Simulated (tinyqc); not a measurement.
Electron-beam lithography: double-Gaussian proximity function, edge placement and dose correction for parallel lines. From largest over smallest dose back to backscatter ratio eta. Computed by tinyqc, a small Python program. Command: `OMP_NUM_THREADS=1 python tinyqc.py 3113854 3113855 out.jsonl proximity inv`. One thread of a shared host (Intel(R) Xeon(R) Processor @ 2.30GHz), about 0.01 s of CPU time with the checks.

Lines are infinitely long. Absorbed energy is counted so that the middle of a very large area written at dose 1 receives 1; the resist develops where it exceeds 1/2.

Inputs (values chosen for the exercise, of the order of those for 10 keV electrons in resist on silicon): forward range alpha = 0.011 micrometre; backscatter range beta = 1.2 micrometre.

line widths (micrometre): 0.32  0.038  0.23  0.05

gaps between the lines (micrometre): 0.18  0.14  0.07

Method:
- The first line starts at x = 0; each next one starts after the width and the gap.
- f(r) = [exp(-r^2/alpha^2)/alpha^2 + eta exp(-r^2/beta^2)/beta^2]/(pi (1 + eta)). A line from a to b at dose d gives E(x) = d [S(alpha) + eta S(beta)]/(1 + eta), S(s) = [erf((b - x)/s) - erf((a - x)/s)]/2.
- M_ij is the mean of E at the two edges of line i from line j at dose 1.
- Uncorrected edge energies are M 1. Solve M d = 1/2 for the doses d that put the mean edge energy of every line at the threshold.

Task: A run gave the result below. Find the backscatter ratio eta, known to lie between 0.75 and 1.6.

largest over smallest dose = 1.088978

Result:

Each step takes the trial c = (a f_b - b f_a)/(f_b - f_a), f being the result less the target and a, b, c the logarithms of the listed values; c replaces end b, the old b replaces a if the sign of f changed, and otherwise f_a is halved.

Scan of the range:
```
backscatter ratio eta  largest over smallest dose
0.750                                     1.06452
0.851                                     1.07345
0.965                                     1.08360
1.100                                     1.09573
1.240                                     1.10841
1.410                                     1.12398
1.600                                     1.14160
```

False position (Illinois rule, in the logarithm of the input) inside the bracket:
```
step    end a    end b    trial  largest over smallest dose
1     0.96500  1.10000  1.02268                     1.08877
2     1.10000  1.02268  1.02491                     1.08897
3     1.10000  1.02491  1.02508                     1.08899
4     1.02491  1.02508  1.02500                     1.08898
```

Largest over smallest dose rises at every point of a 13-point scan of the range (every second point is shown), so one value fits; it is bracketed by 0.965 and 1.10. Answer: backscatter ratio eta = 1.025.
